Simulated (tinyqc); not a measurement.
Charge state against the Fermi level: deep level with several charge states.

Energies from Ev. The defect has charge states +1, 0, -1 with weights 1, gm exp((EF - E1)/kT), exp((2 EF - E1 - E2)/kT); the shares are the weights over their sum. Boltzmann carriers: n = Nc exp((EF - Eg)/kT), p = Nv exp(-EF/kT). Neutrality: p - n + Nd + Nt <q> = 0.

Constants: kB = 8.617333262e-05 eV/K.

Parameters, chosen for this exercise (gap and densities of states near those of GaN at this temperature; shifted at random, so the results belong to these values and not to a real crystal): E1 = 1.445 eV (level (+1/0) above Ev); E2 = 2.517 eV (level (0/-1) above Ev); gm = 1 (degeneracy of the middle state, the others 1); T = 300 K.

Shares:
```
EF (eV)     +1      0     -1     <q>
0.205    1.000  0.000  0.000   1.000
0.479    1.000  0.000  0.000   1.000
0.753    1.000  0.000  0.000   1.000
1.301    0.996  0.004  0.000   0.996
1.575    0.007  0.993  0.000   0.007
1.848    0.000  1.000  0.000   0.000
2.122    0.000  1.000  0.000   0.000
2.396    0.000  0.991  0.009  -0.009
2.670    0.000  0.003  0.997  -0.997
2.944    0.000  0.000  1.000  -1.000
3.218    0.000  0.000  1.000  -1.000
```

Give the missing row, EF (eV) = 1.027.

Computed row:
```
EF (eV)     +1      0     -1    <q>
1.027    1.000  0.000  0.000  1.000
```

Where the levels are several kT apart the middle state rules between about E1 - kT ln gm = 1.445 and E2 + kT ln gm = 2.517 eV; its largest share listed is 1.000. Each step spreads from 10 % to 90 % over 4.4 kT = 0.114 eV.

Run: tinyqc, `OMP_NUM_THREADS=1 python tinyqc.py 1680541 1680542 out.jsonl`; Intel(R) Xeon(R) Processor @ 2.30GHz, one thread, shared host; about 0.01 s of CPU time with all checks.
